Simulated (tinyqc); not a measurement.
Thickness from two neighbouring fringes.

Question. At normal incidence a transparent film with an index between those of air and substrate, taken as constant, has reflectance minima at 2 n1 d = (m + 1/2) lam (small phase shifts at the substrate neglected). Find d and the order m of the shorter wavelength.

Parameters, values chosen for the exercise:

| symbol | value | unit | meaning |
|---|---|---|---|
| n1 | 2.416 |  | index of the transparent film |

wavelengths of two neighbouring reflectance minima (nm): 512  716.8

Solution. Neighbouring orders differ by one: 2 n1 d (1/lam1 - 1/lam2) = 1.

d = 370.9 nm
m = 3

Computed by the program tinyqc: `OMP_NUM_THREADS=1 python tinyqc.py 2870207 2870208 out.jsonl`, one thread of a shared Intel Xeon 2.30GHz, about 0.01 s for the whole run.
